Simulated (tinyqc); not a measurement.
# Changing the drive-in temperature T2

Model: two-step dopant diffusion (predeposition and drive-in) with a constant diffusivity. Computed by tinyqc, a small Python program. Command: `OMP_NUM_THREADS=1 python tinyqc.py 3016540 3016541 out.jsonl dopdiff sweep`. One thread of a shared host (Intel(R) Xeon(R) Processor @ 2.30GHz), about 0.04 s of CPU time with the checks.

Fick diffusion into a half space x > 0 whose background doping C_B is of the opposite type, so that a junction lies where C = C_B.

Inputs (values chosen for the exercise, modelled on arsenic in silicon):

| quantity | value | unit |
|---|---|---|
| prefactor D0 | 9.12 | cm^2/s |
| activation energy E | 3.95 | eV |
| surface concentration C_s | 1.1e+20 | 1/cm^3 |
| background doping C_B | 1.4e+16 | 1/cm^3 |
| predeposition temperature T1 | 850 | C |
| predeposition time t1 | 20 | min |
| drive-in time t2 | 240 | min |

Furnace ramps of the drive-in: none.

Constants: k_B = 8.617333262e-05 eV/K.

Method:
- D = D0 exp(-E/(k_B T)).
- Temperatures in kelvin are T(C) + 273.15.
- Times in seconds are 60 times the minutes.
- (Dt)2 = D2 t2, t2 in seconds.
- C = C_s erfc(x/(2 sqrt(D1 t1))); dose Q = 2 C_s sqrt(D1 t1/pi); the junction solves erfc(z) = C_B/C_s with x_j = 2 z sqrt(D1 t1).
- With a sealed surface and a thin source, C = Q/sqrt(pi (Dt)2) exp(-x^2/(4 (Dt)2)); x_j = 2 sqrt((Dt)2 ln(C(0)/C_B)); gradient at the junction |dC/dx| = C_B x_j/(2 (Dt)2).

One run for each value:

| drive-in temperature T2 (C) | junction depth x_j (um) | surface concentration C(0) (Gaussian) (1/cm^3) | D2 (cm^2/s) | gradient at the junction (1/cm^4) |
|---|---|---|---|---|
| 950 | 0.1250 | 3.8119e+18 | 4.8384e-16 | 1.2559e+22 |
| 1000 | 0.2432 | 1.8262e+18 | 2.1080e-15 | 5.6081e+21 |
| 1025 | 0.3315 | 1.2912e+18 | 4.2170e-15 | 3.8214e+21 |
| 1050 | 0.4454 | 9.2496e+17 | 8.2176e-15 | 2.6346e+21 |
| 1075 | 0.5901 | 6.7085e+17 | 1.5622e-14 | 1.8361e+21 |
| 1100 | 0.7713 | 4.9227e+17 | 2.9012e-14 | 1.2923e+21 |
| 1150 | 1.2671 | 2.7386e+17 | 9.3740e-14 | 6.5709e+20 |
| 1200 | 1.9774 | 1.5854e+17 | 2.7970e-13 | 3.4366e+20 |

What does the table show, and why?

Over the rows, junction depth x_j (um) rises from 0.125 to 1.98; surface concentration C(0) (Gaussian) (1/cm^3) falls from 3.81e18 to 1.59e17. D2 rises by a factor 578 over the range, x_j by 15.8, less than the square root 24.0, as the surface value drops.

Caution (all rows): C_s exceeds the intrinsic carrier density of silicon at the predeposition temperature (2e18 to 1e19 per cm^3), where real diffusivities rise with concentration and profiles turn box-like.
